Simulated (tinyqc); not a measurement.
## Ballast resistance and gain from the on-state line

Problem. At high current V = BV (1 + be)^(-1/n) + I Ro. Find Ro, the intercept and be.

Inputs (values chosen for the exercise): junction breakdown voltage BV = 6.2 V; exponent of the multiplication n = 4.7.

V at I = 4.2 and 8.4 mA/um (V): 6.3997406  8.4157406

Solution. The slope is Ro; the intercept over BV is (1 + be)^(-1/n).

Ro = 480 ohm um
intercept = 4.38 V
be = 4.10

Numbers from tinyqc (`OMP_NUM_THREADS=1 python tinyqc.py 2670131 2670132 out.jsonl`; about 0.02 s on one thread of a shared Intel Xeon 2.30GHz).
